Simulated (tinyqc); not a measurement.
Worked calculation: thermal stress and diffusional relaxation in a metal film: Coble and Nabarro-Herring creep, cooling and holds. Computed by tinyqc, a small Python program that keeps every step. Command: `OMP_NUM_THREADS=1 python tinyqc.py 3004927 3004928 out.jsonl creep walk`. One thread of a shared host (Intel(R) Xeon(R) Processor @ 2.30GHz), about 0.05 s of CPU time with the checks. Intermediate numbers are printed to about 5 digits and carried at full precision; extremes and crossings named in words are read from the listed rows.

A thin film on a rigid substrate is stress-free at T0. Tension is positive and the film creeps linearly: d sigma/dt = -M (mismatch) dT/dt - sigma/tau.

Inputs (values chosen for the exercise, modelled on aluminium films on silicon): biaxial modulus M = 112 GPa; expansion mismatch = 21 1e-6/K; atomic volume Omega = 16.6 angstrom^3; lattice prefactor D0 = 0.00021 m^2/s; lattice energy E = 1.49 eV; boundary prefactor (delta D_b)0 = 5.2e-14 m^3/s; boundary energy E_b = 0.893 eV; grain size d = 3.3 um; stress-free temperature T0 = 450 C; hold temperature T = 130 C; hold time t = 11 h; cooling rate = 30 C/min; yield stress = 460 MPa.

Constants: k_B = 1.380649e-23 J/K; k_B = 8.617333262e-05 eV/K.

## Elastic stress after a quench

Thermoelastic slope = M x mismatch; sigma_0 = slope x (T0 - T).

thermoelastic slope = 2.352 MPa/K

stress after a quench sigma_0 = 752.64 MPa

Caution: the elastic stress exceeds the yield stress, so dislocation glide would cap it first.

## Creep at the hold temperature

Creep rate per stress: Nabarro-Herring 14 D Omega/(k_B T d^2), Coble (14 pi) delta D_b Omega/(k_B T d^3), with D = D0 exp(-E/(k_B T)), delta D_b = (delta D_b)0 exp(-E_b/(k_B T)); 1/tau = M x (sum of both)/2 (biaxial strain rate is half the uniaxial one). Temperatures in kelvin are T(C) + 273.15. sigma(t) = sigma_0 exp(-t/tau), relaxed part sigma_0 - sigma(t); the grain size where both mechanisms are equal is pi delta D_b/D.

Nabarro-Herring rate = 1.9028e-19 1/(Pa s)

Coble rate = 1.3029e-15 1/(Pa s)

relaxation time tau = 3.8066 h

stress after the hold = 41.842 MPa

stress relaxed during the hold = 710.80 MPa

crossover grain size = 22596 um

Coble creep is 6800 times as fast as Nabarro-Herring creep at this grain size. The crossover size is formal, far above any film grain. Caution: bulk creep laws overstate relaxation in a bonded film, where the substrate constrains boundary diffusion, and dislocation glide is left out.

## Stress after cooling to room temperature

Cooling from T0 at the constant rate: d sigma/dT = -slope + sigma/(tau(T) x rate), integrated to 25 C (stiff solver, tolerance 1e-9). Effective stress-free temperature T_eff = 25 C + sigma/slope.

stress at 25 C = 498.00 MPa

effective stress-free temperature = 236.73 C

Creep during cooling removes 50.2 % of the elastic value. Caution: bulk creep laws overstate relaxation in a bonded film, and dislocation glide would cap stresses above the yield stress.

## Where a fixed hold relaxes most

For each hold temperature: sigma_0 = slope (T0 - T), relaxed stress sigma_0 (1 - exp(-t/tau)), initial rate sigma_0/tau. In confined lines the relaxed part appears as void volume.

Holds:
```
T (C)  sigma_0 (MPa)     tau (h)  relaxed (MPa)  initial rate (MPa/h)
25            999.60  2.4044e+04     4.5721e-01            4.1574e-02
65            905.52  4.4679e+02     2.2022e+01            2.0267e+00
105           811.44  1.9535e+01     3.4937e+02            4.1538e+01
145           717.36  1.5700e+00     7.1671e+02            4.5692e+02
185           623.28  1.9747e-01     6.2328e+02            3.1563e+03
225           529.20  3.4826e-02     5.2920e+02            1.5196e+04
265           435.12  7.9597e-03     4.3512e+02            5.4665e+04
305           341.04  2.2221e-03     3.4104e+02            1.5347e+05
345           246.96  7.2303e-04     2.4696e+02            3.4156e+05
385           152.88  2.6388e-04     1.5288e+02            5.7935e+05
425            58.80  1.0471e-04     5.8800e+01            5.6154e+05
```

The relaxed stress peaks at 145 C among these rows: colder holds have more stress but slower diffusion, hotter ones faster diffusion but less stress. The initial rate peaks about k_B T^2/E_b = 50 K below T0 when boundaries dominate; its largest row is 385 C. Caution: dislocation glide would cap stresses above the yield stress; capping layers can block the surface and boundary paths, and threshold stresses are ignored.

Checks made by the program: cooling integral by quadrature (relative difference 3e-09).
